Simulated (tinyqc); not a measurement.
Worked calculation: ion-assisted plasma etching: sheath, surface coverage, synergy and aspect-ratio dependence. Computed by tinyqc, a small Python program that keeps every step. Command: `OMP_NUM_THREADS=1 python tinyqc.py 3015281 3015282 out.jsonl etch walk`. One thread of a shared host (Intel(R) Xeon(R) Processor @ 2.30GHz), about 0.05 s of CPU time with the checks. Intermediate numbers are printed to about 6 digits and carried at full precision; extremes and crossings named in words are read from the listed rows.

Radicals adsorb on bare sites; ions remove covered sites with a high yield and bare sites by sputtering; a slow spontaneous reaction acts everywhere, walls included.

Inputs (values chosen for the exercise, close to those used for silicon in a halogen plasma):
```
quantity                                value       unit
plasma density n_e                    1.1e+10     1/cm^3
electron temperature T_e                  4.2         eV
ion mass M_i                             35.5          u
sheath voltage V                          110          V
radical density n                     2.3e+13     1/cm^3
radical mass M_n                         35.5          u
gas temperature T_g                       500          K
sticking coefficient s                   0.29          -
radicals per removed unit x                 4          -
yield slope b                            0.34  eV^(-1/2)
threshold E_th                             20         eV
sputter slope b_p                       0.014  eV^(-1/2)
sputter threshold E_p                      35         eV
spontaneous reaction probability k_c  0.00034          -
solid density N                         5e+22     1/cm^3
ion temperature T_i                      0.57         eV
aspect ratio A                            6.7          -
```

Feature: round hole.

Constants: e = 1.602176634e-19 C; u = 1.6605390666e-27 kg; k_B = 1.380649e-23 J/K; eps_0 = 8.8541878128e-12 F/m.

## Fluxes

Bohm speed u_B = sqrt(e T_e/M_i); ion flux G_i = 0.61 n_e u_B; radical flux G_n = n c/4 with c = sqrt(8 k_B T_g/(pi M_n)).

Bohm speed = 337863 cm/s

ion flux G_i = 2.26706e+15 1/(cm^2 s)

radical speed c = 54608.2 cm/s

radical flux G_n = 3.13997e+17 1/(cm^2 s)

flux ratio G_n/G_i = 138.504

## Sheath and ion angles

Debye length lambda_D = sqrt(eps_0 T_e/(e n_s)) with n_s = 0.61 n_e, T_e in volts; Child-law sheath d = (sqrt2/3) lambda_D (2 V/T_e)^(3/4); ion energy E = V + T_e/2; angular spread = arctan(sqrt(T_i/E)).

Debye length = 185.987 um

sheath thickness = 1707.09 um

ion energy E = 112.1 eV

angular spread = 4.07871 degrees

## Yields

Yields: Y = b (sqrt(E) - sqrt(E_th)) on covered sites, Y_p = b_p (sqrt(E) - sqrt(E_p)) on bare ones (zero below threshold).

yield Y = 2.07930

sputter yield Y_p = 0.0654031

## Open-field etch rate

Steady coverage: s G_n (1 - theta) = x Y G_i theta; removal flux = Y G_i theta + Y_p G_i (1 - theta) + k_c G_n; rate = flux/N, 1 cm/s = 6e8 nm/min. Lateral rate = k_c G_n/N; anisotropy = 1 - lateral/vertical; synergy = vertical/(ions alone + radicals alone), with ions alone Y_p G_i/N and radicals alone the lateral rate.

coverage theta = 0.828452

vertical rate = 48.4493 nm/min

lateral rate = 1.28111 nm/min

anisotropy = 0.973558

synergy = 15.8311

The surface is nearly saturated: ions limit the ion-assisted part.

## Rate at the floor of the feature

Transmission of a round hole: K = 1/(1 + 3A/4), walls that scatter diffusely without loss. With a loss probability S = s (1 - theta) at the floor, G_b/G_n = K/(K + S - K S); theta follows G_b, and the two are solved together. Ions are taken to reach the floor unshadowed; G_b replaces G_n in every term of the rate; A is depth over diameter.

transmission K = 0.165975

G_b/G_n = 0.762680

coverage at the floor = 0.786471

rate at the floor = 45.8452 nm/min

floor rate over open-field rate = 0.946251

The lag is 5.4 %.

## Etch lag against aspect ratio

The formulas are those given above.

Floor of the feature:
```
A             K   G_b/G_n     theta  rate (nm/min)  relative rate
0.5    0.727273  0.981405  0.825768        48.2784       0.996473
1.0    0.571429  0.962933  0.823018        48.1041       0.992874
2.0    0.400000  0.926380  0.817310        47.7445       0.985453
5.0    0.210526  0.820203  0.798427        46.5740       0.961293
10.0   0.117647  0.657492  0.760491        44.2871       0.914091
20.0   0.062500  0.404320  0.661312        38.5290       0.795243
50.0   0.025974  0.130294  0.386212        23.1058       0.476907
100.0  0.013158  0.054987  0.209827        13.3456       0.275456
```

K falls by a factor 55.3 over the rows and the rate by 3.62. Among these rows the rate stays within 10 % of the open-field value up to A = 10, as near saturation the coverage changes little when G_b falls. Caution: rows with A above about 1/(2 tan(ion spread)) or 1/sqrt(k_c), often 10 to 30, are formal: ion shadowing, radical loss on the walls, redeposition of sputtered material and, in fluorocarbon plasmas, polymer growth are left out and add to the lag.

## Yield per ion against the flux ratio

The ion flux is fixed and the radical flux set by the ratio; the removal per ion is the removal flux over G_i.

Open field:
```
G_n/G_i     theta  rate (nm/min)  removal per ion
0.3      0.010352         2.3492          0.08635
1        0.033693         3.6345          0.13360
3        0.094697         6.9952          0.25713
10       0.258531        16.0361          0.58946
30       0.511247        30.0668          1.10520
100      0.777121        45.2809          1.66445
300      0.912742        54.5611          2.00557
1000     0.972120        64.2890          2.36315
3000     0.990531        83.7969          3.08023
```

Coverage reaches one half at G_n/G_i = x Y/s = 28.7. Below that the ion-assisted part follows the radical flux, on top of the sputter floor Y_p = 0.0654; above it the ion-assisted part saturates at Y = 2.08 per ion, and the further rise to 3.08 comes from the spontaneous reaction, which costs anisotropy.

Checks made by the program: series form 1/R = 1/(Y G_i) + x/(s G_n) of the ion-assisted part (relative difference below 1e-10).
